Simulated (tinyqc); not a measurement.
Worked calculation: averaged masses of warped heavy- and light-hole bands. Values are carried at full precision from step to step, so a last printed digit may differ when a step is redone from the rounded ones.

Constants: Ry = 13.60569312 eV; a0 (Bohr radius) = 0.5291772105 angstrom; kB = 8.617333262e-05 eV/K; hbar^2/2m0 = 3.80998211 eV angstrom^2.

Values chosen for the exercise (near those of Si; shifted at random, so the results belong to these values and not to a real crystal): g1 = 4.34 (Luttinger gamma1); g2 = 0.34 (gamma2); g3 = 1.44 (gamma3); eps = 12.19 (dielectric constant); mso = 0.231 m0 (split-off mass); Dso = 0.046 eV (spin-orbit splitting); T = 77 K (temperature).

## Other forms of the parameters

Dresselhaus-Kip-Kittel form E = c [A k^2 -/+ sqrt(B^2 k^4 + C^2 (kx^2 ky^2 + ky^2 kz^2 + kz^2 kx^2))] with A = g1, B = 2 g2, C^2 = 12 (g3^2 - g2^2). Spherical form: mu = (6 g3 + 4 g2)/(5 g1), delta = (g3 - g2)/g1, masses 1/(g1 (1 -/+ mu)). Effective rydberg R* = Ry/(g1 eps^2) and radius a* = a0 g1 eps.

A, B, |C|: [4.340, 0.680, 4.847]

mu, delta: [0.4608, 0.2535]

spherical masses, heavy and light (m0): [0.4274, 0.1577]

R* = 21.10 meV
a* = 28.0 angstrom

delta/mu = 0.55 measures the warping against the spherical splitting.

## Masses along six directions

Four-band hole energies E = c k^2 f(u), c = hbar^2/2m0, f = g1 -/+ 2 sqrt(g2^2 + 3 (g3^2 - g2^2) s), s = ux^2 uy^2 + uy^2 uz^2 + uz^2 ux^2 for the unit vector u; minus for heavy, plus for light holes; the mass along u is 1/f.

Give s and both masses.

Masses (m0):
```
direction        s   heavy   light
[100]      0.00000  0.2732  0.1992
[110]      0.25000  0.5486  0.1458
[111]      0.33333  0.6849  0.1385
[310]      0.09000  0.3657  0.1682
[221]      0.29630  0.6191  0.1415
[321]      0.25000  0.5486  0.1458
```

The heavy mass grows by a factor of 2.51 from [100] to [111] while the light one shrinks by 30 %; 1/m_heavy + 1/m_light = 2 g1 in every direction.

## Density-of-states masses from three directions

m_d^(3/2) is the angular mean of m(u)^(3/2). The rule mean = (10 F[100] + 16 F[110] + 9 F[111])/35 is exact for cubic harmonics up to sixth order. Total m_d = (m_h^(3/2) + m_l^(3/2))^(2/3).

m^(3/2):
```
direction    heavy    light
[100]      0.14282  0.08891
[110]      0.40635  0.05569
[111]      0.56685  0.05155
```

m_d heavy, light (m0): [0.5175, 0.1602]

total = 0.5754 m0
share of light holes = 14.7 %

## Averages on a grid

Grid: n x n midpoints in cos(theta) from 0 to 1 and phi from 0 to pi/2, equal weights. m_d = <f^(-3/2)>^(2/3). Conductivity mass for one scattering time: 1/m_c = <|w|^2 f^(-5/2)>/<f^(-3/2)> with w = grad_k(k^2 f)/(2 k), that is |w|^2 = f^2 + |angular gradient of f|^2/4.

Use n = 40.

m_d heavy, light (m0): [0.5005, 0.1540]

m_c heavy, light (m0): [0.4047, 0.1484]

The three-direction rule differs from the grid by +3.42 % for heavy holes. Warping makes m_c of the heavy holes 19 % smaller than m_d; on a sphere the two are equal.

## Effective density of states

Nv = 2 (kT/(4 pi c))^(3/2) [m_h^(3/2) + m_l^(3/2) + mso^(3/2) exp(-Dso/kT)], c = hbar^2/2m0, parabolic bands, m_h and m_l the density-of-states masses from the grid; 1 angstrom^-3 = 1e24 cm^-3.

prefactor = 3.2631e+18 cm^-3

the three terms: [0.35404, 0.06041, 0.00011]

Nv = 1.353e+18 cm^-3

shares (%): [85.4, 14.6, 0.0]

kT/Dso = 0.14, small enough for the four-band form.

## Checks

- m_d and m_c of heavy holes for g2 = g3 against 1/(g1 - 2 g3): they agree to 1e-10 or better.
- m_d of heavy holes on grids of 40 and 160: 0.5005 against 0.5004.

Program tinyqc; command `OMP_NUM_THREADS=1 python tinyqc.py 1051118 1051119 out.jsonl`; about 0.04 s on one thread of a shared Intel(R) Xeon(R) Processor @ 2.30GHz.
